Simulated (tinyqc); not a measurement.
# Mobility of a non-polar semiconductor in the relaxation-time approximation, step by step

A worked calculation. Computed by tinyqc, a small Python program that keeps every step. Command: `OMP_NUM_THREADS=1 python tinyqc.py 3009552 3009553 out.jsonl rta walk`. One thread of a shared host (Intel(R) Xeon(R) Processor @ 2.30GHz), about 0.01 s of CPU time with the checks. Intermediate numbers are printed to about 6 digits and carried at full precision; extremes and crossings named in words are read from the listed rows.

Each valley is treated as a sphere of mass m_d for states and rates, with one isotropic relaxation time; the conductivity mass m_c sets the current.

Inputs (values chosen for the exercise, for a model non-polar semiconductor):
```
quantity                                            value       unit
longitudinal mass m_l                                 2.3        m_0
transverse mass m_t                                  0.33        m_0
equivalent valleys Z                                    6          -
static permittivity eps_s                            13.2          -
density rho                                          5040     kg/m^3
sound velocity v_l                                   4740        m/s
acoustic deformation potential D_A                    4.3         eV
phonon energy hbar w                                 22.2        meV
optical or intervalley deformation potential D_o      7.7  1e8 eV/cm
final valleys Z_f                                       5          -
carrier density n                                 2.6e+16     1/cm^3
compensation ratio C                                 0.24          -
temperature T                                         350          K
alloy fraction x                                     0.43          -
alloy potential U                                    0.69         eV
lattice constant a                                   5.53   angstrom
```

Band: parabolic. Impurity formula: Brooks-Herring. Further scattering: alloy.

Constants: k_B = 8.617333262e-05 eV/K; m_0 = 9.1093837015e-31 kg; e = 1.602176634e-19 C; hbar = 1.054571817e-34 J s; eps_0 = 8.8541878128e-12 F/m; k_B = 1.380649e-23 J/K; hbar = 6.582119569e-16 eV s.

## Masses

m_d = (m_l m_t^2)^(1/3); 1/m_c = (1/m_l + 2/m_t)/3; Hall mass factor A = 3 K_m (K_m + 2)/(2 K_m + 1)^2, K_m = m_l/m_t; N_I = n (1 + C)/(1 - C).

density-of-states mass m_d = 0.630355 m_0

conductivity mass m_c = 0.461866 m_0

Hall mass factor A = 0.840324

ionised impurity density N_I = 4.24211e+16 1/cm^3

## Fermi level and screening

Parabolic band: E = hbar^2 k^2/(2 m), speed v = hbar k/m, states per spin, volume and energy g(E) = m k/(2 pi^2 hbar^2). Here m = m_d. Masses are multiplied by m_0 and all formulas are in SI units. The reduced Fermi level eta = E_F/(k_B T) solves n = 2 Z int g f dE with f = 1/(1 + exp(x - eta)) (Z = 1 unless valleys are given); screening length L_s = sqrt(eps_s eps_0 k_B T/(e^2 dn/deta)), dn/deta = 2 Z int g f (1 - f) dE. Integrals over x = E/(k_B T) use 160 Gauss-Legendre points in u = sqrt(x) from 0 to sqrt(max(eta, 0) + 32).

reduced Fermi level eta = -8.20297

screening length L_s = 29.0912 nm

The gas is non-degenerate (eta < -2), and L_s is close to the Debye length.

## Rates at a few energies

Phonon occupation N_q = 1/(exp(hbar w/(k_B T)) - 1). Acoustic deformation potential (elastic, equipartition, absorption and emission together): 1/tau = 2 pi k_B T D_A^2 g(E)/(hbar rho v_l^2). Optical or intervalley deformation potential: 1/tau = (pi Z_f D_o^2/(rho w)) [N_q g(E + hbar w) + (N_q + 1) g(E - hbar w)], with g = 0 below the band edge. Each optical term is multiplied by (1 - f(E'))/(1 - f(E)), E' the final energy, for Pauli blocking. Singly charged impurities, momentum relaxation: 1/tau = N_I e^4 m (1 + 2 alpha E) Phi/(8 pi (eps_s eps_0)^2 hbar^3 k^3), with alpha = 0 for a parabolic band. Brooks-Herring: Phi = ln(1 + b) - b/(1 + b), b = 4 k^2 L_s^2. Alloy disorder: 1/tau = (2 pi/hbar) Omega x (1 - x) U^2 g(E), Omega = a^3/4 (other conventions for Omega rescale U).

Rates (1e12/s) at E = (max(eta, 0) + 0.5, 1, 2, 4) k_B T:
```
E (meV)  acoustic  optical  ionised impurity    alloy
15.080    1.57672   26.564           1.83645   9.8585
30.161    2.22982   57.103           0.72754  13.9420
60.321    3.15344   95.593           0.28491  19.7170
120.643   4.45963  142.105           0.11053  27.8840
```

## Mobility for each process alone

mu = (m_d/m_c) (2 Z e/(3 n k_B T)) int g v^2 tau f (1 - f) dE. Averages over x are split at the emission threshold x_0 = hbar w/(k_B T): 64 Gauss-Legendre points in sqrt(x) below it and 128 in sqrt(x - x_0) above it, up to x = max(eta, 0) + 32.

acoustic mobility = 1284.64 cm^2/(V s)

optical mobility = 49.0392 cm^2/(V s)

ionised impurity mobility = 19868.7 cm^2/(V s)

alloy mobility = 205.460 cm^2/(V s)

## All processes together

Rates are added at each energy before the average. With <y> = int g v^2 y f (1 - f) dE: Hall factor r_H = A (3 n k_B T/(2 Z m_d)) <tau^2/(1 + 2 alpha E)>/<tau>^2 (alpha = 0 for a parabolic band); Hall mobility r_H mu; |S| = (k_B/e) (<x tau>/<tau> - eta); resistivity 1/(n e mu).

drift mobility mu = 37.2712 cm^2/(V s)

Hall factor r_H = 1.10015

Hall mobility = 41.0039 cm^2/(V s)

Seebeck coefficient |S| = 867.383 microvolt/K

resistivity = 6.44085 ohm cm

Taking r_H = 1 in a Hall measurement would give a density 0.909 times the true one.

## Matthiessen's rule against the full average

Matthiessen's rule adds 1/mu of the separate processes.

Separate mobilities:
```
process           mu (cm^2/(V s))  share of the sum of 1/mu (%)
acoustic              1.28464e+03                   2.98388e+00
optical               4.90392e+01                   7.81664e+01
ionised impurity      1.98687e+04                   1.92928e-01
alloy                 2.05460e+02                   1.86568e+01
```

mobility by Matthiessen's rule = 38.3322 cm^2/(V s)

excess of Matthiessen's rule over the full mu = 2.84672 %

The rule gives 38.33 against the full 37.27, 2.8 % too high; it can only overestimate, since each separate average is carried by the energies where that process is weak. The largest shares are optical (78 %) and alloy (19 %).

Checks made by the program: n against 2 Z (m k_B T/2 pi hbar^2)^(3/2) (2/sqrt(pi)) F_1/2(eta) by adaptive quadrature (relative difference below 1e-10); acoustic mobility against its closed form in Fermi integrals (relative difference below 1e-10); the sum rule (2 Z/(3 k_B T)) int g v^2 (1 + 2 alpha E) f (1 - f) dE = n/m_d (relative difference below 1e-10).
